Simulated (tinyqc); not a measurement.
Inversion-layer mobility, back-scattering and ballistic limit of a field-effect transistor: one step, computed by the program tinyqc.

The charge at the top of the source barrier is fixed by the gate; series resistance and short-channel effects are left out. F_j are Fermi integrals normalised to exp(eta) in the classical limit.

Question. Back-scattering. F_j(eta) = (1/Gamma(j + 1)) int_0^infinity x^j/(1 + exp(x - eta)) dx, F_0 = ln(1 + exp(eta)). Integrals over x = E/(k_B T) use 160 Gauss-Legendre points in u = sqrt(x) from 0 to sqrt(max(eta, 0) + 32). Ballistic channel: N_2D = g_v m k_B T/(pi hbar^2), U = e V_D/(k_B T); eta_F solves N_inv = (N_2D/2)[F_0(eta_F) + F_0(eta_F - U)]; v_T = sqrt(2 k_B T/(pi m)); I/W = e (N_2D/2) v_T [F_1/2(eta_F) - F_1/2(eta_F - U)]; injection velocity v_T F_1/2(eta_F)/F_0(eta_F). Mean free path lambda = (2 k_B T/e)(mu/v_T) F_0(eta_0)/F_-1/2(eta_0), with eta_0 from N_inv = N_2D F_0(eta_0); critical length l = L (1 + U)^(-a), an empirical rule; back-scattering r = l/(l + lambda). Then eta solves N_inv = (N_2D/2)[(1 + r) F_0(eta) + (1 - r) F_0(eta - U)] and I/W = e (N_2D/2) v_T (1 - r)[F_1/2(eta) - F_1/2(eta - U)]. Ballistic ratio: I over the ballistic current. Apparent mobility 1/(1/mu + 1/mu_B), mu_B = mu L/lambda.

Inputs (values chosen for the exercise, modelled on a strained silicon n-channel):
```
quantity,value,unit
transport mass m,0.2,m_0
valley degeneracy g_v,2,-
drain voltage V_D,0.68,V
channel length L,21,nm
exponent a of the critical length,0.79,-
temperature T,300,K
```

Statistics at the top of the barrier: Fermi-Dirac.

inversion density N_inv = 1.329087e+13 1/cm^2

effective mobility mu = 379.8759 cm^2/(V s)

Constants: m_0 = 9.1093837015e-31 kg; k_B = 1.380649e-23 J/K; hbar = 1.054571817e-34 J s; k_B = 8.617333262e-05 eV/K; e = 1.602176634e-19 C.

Give: eta_0; mean free path lambda; critical length l; back-scattering coefficient r; current I/W; ballistic ratio; apparent low-field mobility.

Answer.

eta_0 = 3.0296

mean free path lambda = 26.947 nm

critical length l = 1.5403 nm

back-scattering coefficient r = 0.054069

current I/W = 4331.8 microampere/micrometre

ballistic ratio = 0.87716

apparent low-field mobility = 166.38 cm^2/(V s)

L/lambda = 0.78, but at this drain voltage only the first 1.54 nm can return a carrier to the source, so the device works at 88 % of its ballistic limit. Caution: in a degenerate gas the layer that can return carriers is set by E_F rather than k_B T, so l is underestimated.
